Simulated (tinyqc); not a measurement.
Froehlich polaron in a polar crystal. From coupling constant alpha back to static dielectric constant eps_s. Computed by tinyqc, a small Python program. Command: `OMP_NUM_THREADS=1 python tinyqc.py 3017880 3017881 out.jsonl frohlich inv`. One thread of a shared host (Intel(R) Xeon(R) Processor @ 2.30GHz), about 0.07 s of CPU time with the checks.

One electron in a parabolic band of mass m*, coupled to dispersionless LO phonons in the continuum model. Energies are in units of hbar omega unless marked, wave numbers in k_0 = sqrt(2 m* omega/hbar).

Inputs (values chosen for the exercise, modelled on lithium fluoride): band mass m* = 0.925 m_0; LO phonon energy hbar omega = 80.3 meV; eps_inf = 1.96.

Constants: hbar^2/(2 m_0) = 3.80998212 eV angstrom^2; e^2/(4 pi eps_0) = 14.39964548 eV angstrom.

Method. 1/eps* = 1/eps_inf - 1/eps_s; k_0 = sqrt(2 m* omega/hbar) = sqrt(m* hbar omega / (hbar^2/(2 m_0))) with m* in m_0; alpha = (e^2/(4 pi eps_0)) k_0/(2 eps* hbar omega); polaron length 1/k_0.

Problem. A run gave the result below. Find the static dielectric constant eps_s, known to lie between 5.5 and 11.

coupling constant alpha = 4.863368

Solution.

Each step takes the trial c = (a f_b - b f_a)/(f_b - f_a), f being the result less the target and a, b, c the logarithms of the listed values; c replaces end b, the old b replaces a if the sign of f changed, and otherwise f_a is halved.

Scan of the range:

| static dielectric constant eps_s | coupling constant alpha |
|---|---|
| 5.50 | 4.11110 |
| 6.17 | 4.35827 |
| 6.93 | 4.58079 |
| 7.78 | 4.77816 |
| 8.73 | 4.95327 |
| 9.80 | 5.10984 |
| 11.00 | 5.24920 |

False position (Illinois rule, in the logarithm of the input) inside the bracket:

| step | end a | end b | trial | coupling constant alpha |
|---|---|---|---|---|
| 1 | 7.78000 | 8.73000 | 8.22861 | 4.86589 |
| 2 | 7.78000 | 8.22861 | 8.20288 | 4.86112 |
| 3 | 8.22861 | 8.20288 | 8.21501 | 4.86337 |
| 4 | 8.20288 | 8.21501 | 8.21500 | 4.86337 |

Coupling constant alpha rises at every point of a 13-point scan of the range (every second point is shown), so one value fits; it is bracketed by 7.78 and 8.73. Answer: static dielectric constant eps_s = 8.215.
